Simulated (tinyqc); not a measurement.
Vacuum evaporation: vapour pressure, source flux, thickness distribution, purity and step coverage: one step, computed by the program tinyqc.

Molecular flow, unit sticking of the metal, no re-evaporation. The background gas is taken as water vapour (18.015 g/mol, collision diameter 0.37 nm) at 300 K.

Problem. Vapour pressure and flux. log10(p_v/Pa) = A - B/T; flux from the surface Phi = p_v/sqrt(2 pi m k_B T), m = M u. Mass loss = Phi x area x m; heat of evaporation = ln(10) R B; d ln Phi/dT = ln(10) B/T^2 - 1/(2 T).

Inputs (values chosen for the exercise, modelled on gold, with constants for the liquid): molar mass M = 196.97 g/mol; vapour-pressure constant A = 10.81; vapour-pressure constant B = 18100 K; source temperature T = 1620 K; source area = 1.9 cm^2.

Constants: u = 1.6605390666e-27 kg; k_B = 1.380649e-23 J/K; R = 8.314462618 J/(mol K).

Give: vapour pressure p_v; flux Phi; mass loss; heat of evaporation; change of flux per kelvin.

Solution.

vapour pressure p_v = 0.4337 Pa

flux Phi = 2.023e+17 1/(cm^2 s)

mass loss = 0.4525 g/h

heat of evaporation = 346.5 kJ/mol

change of flux per kelvin = 1.557 %/K

Holding the rate to 1 % needs the temperature to about 0.64 K.
